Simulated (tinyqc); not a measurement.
Lattice sites along [110]: pair of shallow donors (hydrogen-like orbitals).

Each donor has the orbital exp(-r/a); energy unit Ha* = q/(eps a), q = e^2/(4 pi eps0), so that a lone donor is bound by Ha*/2; x = R/a. One electron: S = (1 + x + x^2/3) exp(-x), j = 1/x - (1 + 1/x) exp(-2x), k = (1 + x) exp(-x); levels E(+/-) = -1/2 - (j +/- k)/(1 +/- S) in Ha*, without the repulsion of the ions, split by D = |E(-) - E(+)|. In six valleys the overlaps S and k are multiplied by v = [cos(K Rx) + cos(K Ry) + cos(K Rz)]/3, K = k0 (2 pi/a_lat), for isotropic envelopes and the symmetric valley state.

Two electrons, Heitler-London: with S' = (1 - x + x^2/3) exp(x), C = 1/x - exp(-2x)(1/x + 11/8 + 3x/4 + x^2/6), X = (1/5){exp(-2x)(25/8 - 23x/4 - 3x^2 - x^3/3) + (6/x)[S^2 (0.5772157 + ln x) + S'^2 Ei(-4x) - 2 S S' Ei(-2x)]}, Q = C - 2j + 1/x and A = X - 2 S k + S^2/x, the singlet and triplet lie at (Q +/- w A)/(1 +/- w S^2) from two lone donors, with the valley weight w = v^2; the exchange is J = triplet - singlet.

Constants: e^2/(4 pi eps0) = 14.39964547 eV angstrom.

Parameters, chosen for this exercise (near those of two donors in Si; the results hold for these values, not for the real material): a = 18.2 angstrom (orbital radius); eps = 11.4 (dielectric constant); a_lat = 5.431 angstrom (lattice constant); k0 = 0.857 2 pi/a_lat (valley position); sites = ((7.5, 7.5, 0), (8, 8, 0), (8.5, 8.5, 0), (9, 9, 0), (9.5, 9.5, 0), (10, 10, 0), (10.5, 10.5, 0), (11, 11, 0), (11.5, 11.5, 0), (12, 12, 0)) a_lat (positions of the second donor).

D and J for each site, and for v = 1.

Cases:
```
site
(7.5, 7.5, 0)
(8, 8, 0)
(8.5, 8.5, 0)
(9, 9, 0)
(9.5, 9.5, 0)
(10, 10, 0)
(10.5, 10.5, 0)
(11, 11, 0)
(11.5, 11.5, 0)
(12, 12, 0)
```

Rank the cases by J (micro-eV), lowest first.

Answer: (12, 12, 0), (11, 11, 0), (9, 9, 0), (10, 10, 0), (8.5, 8.5, 0), (11.5, 11.5, 0), (7.5, 7.5, 0), (10.5, 10.5, 0), (9.5, 9.5, 0), (8, 8, 0).

Results:
```
site             R (angstrom)       v  D (meV)  J (micro-eV)  J for v = 1
(7.5, 7.5, 0)            57.6  -0.265     2.84           309     4.43e+03
(8, 8, 0)                61.4   0.745     7.27      1.85e+03     3.34e+03
(8.5, 8.5, 0)            65.3   0.190     1.55          90.0     2.50e+03
(9, 9, 0)                69.1   0.180     1.27          60.0     1.86e+03
(9.5, 9.5, 0)            73.0   0.753     4.70           780     1.38e+03
(10, 10, 0)              76.8  -0.270     1.42          73.5     1.01e+03
(10.5, 10.5, 0)          80.6   1.000     4.60           737          737
(11, 11, 0)              84.5  -0.264     1.02          37.5          536
(11.5, 11.5, 0)          88.3   0.744     2.46           214          388
(12, 12, 0)              92.2   0.192    0.536          10.3          279
```

Over these sites the envelope alone changes J by a factor 15.9, and the valley factor v^2 by 31; J runs from 10.3 at (12, 12, 0) to 1.85e+03 micro-eV at (8, 8, 0). Along [110] only two valleys keep their phase, so v = (1 + 2 cos)/3 can pass through zero. J does not fall steadily with distance.

tinyqc: `OMP_NUM_THREADS=1 python tinyqc.py 1282158 1282159 out.jsonl`; about 0.01 s, one thread, shared Intel(R) Xeon(R) Processor @ 2.30GHz.
